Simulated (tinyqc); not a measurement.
Activation against anneal temperature: dopants and charged point defects at anneal temperature: Fermi-level effect, clustering and pairing. Computed by tinyqc, a small Python program. Command: `OMP_NUM_THREADS=1 python tinyqc.py 3008287 3008288 out.jsonl pairing walk`. One thread of a shared host (Intel(R) Xeon(R) Processor @ 2.30GHz), about 0.02 s of CPU time with the checks.

Boltzmann statistics and full ionisation of active dopants. Energies are counted from the valence band; the defect (a vacancy or self-interstitial) has five charge states, with all degeneracy factors one.

Inputs (values chosen for the exercise, with bands modelled on germanium):

| quantity | value | unit |
|---|---|---|
| gap at 0 K E_g0 | 0.746 | eV |
| Varshni alpha | 0.000473 | eV/K |
| Varshni beta | 235 | K |
| electron mass m_e | 0.211 | m_0 |
| valleys M_c | 4 | - |
| hole mass m_h | 0.351 | m_0 |
| anneal temperature T | 800 | K |
| total dopant density N | 3e+20 | cm^-3 |
| site density N_s | 4.1e+22 | cm^-3 |
| dopant atoms per cluster k | 4 | - |
| cluster binding energy E_b | 1.61 | eV |

Dopant: acceptor. Second part: clustering of the dopant.

Constants: m_0 = 9.1093837015e-31 kg; k_B = 1.380649e-23 J/K; h = 6.62607015e-34 J s; k_B = 8.617333262e-05 eV/K.

Method:
- E_g = E_g0 - alpha T^2/(T + beta).
- N_c = 2 M_c (2 pi m_e k_B T/h^2)^(3/2) and N_v = 2 (2 pi m_h k_B T/h^2)^(3/2), masses in units of m_0.
- n_i = sqrt(N_c N_v) exp(-E_g/2 k_B T); E_i = E_g/2 + (k_B T/2) ln(N_v/N_c).
- p = A/2 + sqrt(A^2/4 + n_i^2) for an active density A.
- k ionised dopants and k carriers form one neutral cluster: C = N_s (A/N_s)^k (p/N_b)^k exp(E_b/k_B T), N_b the effective density of states of the majority band, and N = A + k C (60 bisections in ln A between ln N - 90 and ln N).

Equilibrium activation:

| T (K) | n_i (cm^-3) | active A (cm^-3) | clusters C (cm^-3) | active share |
|---|---|---|---|---|
| 480 | 1.1036e+16 | 2.3045e+18 | 7.4424e+19 | 0.00768 |
| 560 | 5.5224e+16 | 5.1773e+18 | 7.3706e+19 | 0.01726 |
| 640 | 1.9096e+17 | 9.6185e+18 | 7.2595e+19 | 0.03206 |
| 720 | 5.1385e+17 | 1.5713e+19 | 7.1072e+19 | 0.05238 |
| 800 | 1.1567e+18 | 2.3424e+19 | 6.9144e+19 | 0.07808 |
| 880 | 2.2822e+18 | 3.2628e+19 | 6.6843e+19 | 0.10876 |
| 960 | 4.0726e+18 | 4.3147e+19 | 6.4213e+19 | 0.14382 |

What follows from these numbers?

The active share goes from 0.00768 at 480 K to 0.144 at 960 K, so a layer activated by a hot, short anneal is metastable and deactivates in later, cooler steps if the dopant can move. Over the first three rows, where most dopant is clustered, a fit of ln A rises with slope 0.236 eV against -1/k_B T, near E_b/(2k) = 0.201 eV plus 0.75 k_B T.
